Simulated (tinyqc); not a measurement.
# From upper LO mode back to fraction x of A

Model: two-mode optical phonons of a ternary alloy from two coupled oscillators. Computed by tinyqc, a small Python program. Command: `OMP_NUM_THREADS=1 python tinyqc.py 3001693 3001694 out.jsonl twomode inv`. One thread of a shared host (Intel(R) Xeon(R) Processor @ 2.30GHz), about 0.01 s of CPU time with the checks.

An alloy A(x)B(1-x)C has an A-C and a B-C bond oscillator. Each TO frequency moves linearly from the impurity mode (dilute end) to the TO of the pure crystal; each strength is proportional to the number of bonds.

Inputs (values chosen for the exercise, modelled on GaAs(1-x)P(x), with A-C the GaP-like and B-C the GaAs-like bond):
```
quantity,value,unit
omega_TO of pure AC,365.3,1/cm
omega_LO of pure AC,399.9,1/cm
omega_TO of pure BC,270.6,1/cm
omega_LO of pure BC,290.4,1/cm
eps_inf of AC,9.07,-
eps_inf of BC,11.1,-
impurity mode of A in BC,354.2,1/cm
impurity mode of B in AC,271.3,1/cm
```

Method:
- omega_1 = (impurity mode of A) + x (omega_TO,AC - impurity mode of A); omega_2 = (impurity mode of B) + (1 - x)(omega_TO,BC - impurity mode of B); eps_inf = x eps_AC + (1 - x) eps_BC; strengths W_1 = x eps_AC (omega_LO,AC^2 - omega_TO,AC^2), W_2 = (1 - x) eps_BC (omega_LO,BC^2 - omega_TO,BC^2).
- eps(omega) = eps_inf + W_1/(omega_1^2 - omega^2) + W_2/(omega_2^2 - omega^2) = 0 is the eigenproblem of the matrix [[omega_1^2 + W_1/eps_inf, sqrt(W_1 W_2)/eps_inf], [sqrt(W_1 W_2)/eps_inf, omega_2^2 + W_2/eps_inf]] for omega_LO^2.
- Uncoupled values keep the diagonal alone. eps_s = eps_inf + W_1/omega_1^2 + W_2/omega_2^2.

Question. A run gave the result below. Find the fraction x of A, known to lie between 0.23 and 0.36.

upper LO mode = 366.6542 1/cm

Answer.

Each step takes the trial c = (a f_b - b f_a)/(f_b - f_a), f being the result less the target and a, b, c the logarithms of the listed values; c replaces end b, the old b replaces a if the sign of f changed, and otherwise f_a is halved.

Scan of the range:
```
fraction x of A,upper LO mode (1/cm)
0.230,365.204
0.248,366.036
0.267,366.912
0.288,367.876
0.310,368.883
0.334,369.977
0.360,371.159
```

False position (Illinois rule, in the logarithm of the input) inside the bracket:
```
step,end a,end b,trial,upper LO mode (1/cm)
1,0.248000,0.267000,0.261260,366.648
2,0.267000,0.261260,0.261398,366.654
3,0.267000,0.261398,0.261401,366.654
4,0.261398,0.261401,0.261400,366.654
```

Upper LO mode rises at every point of a 13-point scan of the range (every second point is shown), so one value fits; it is bracketed by 0.248 and 0.267. Answer: fraction x of A = 0.2614.
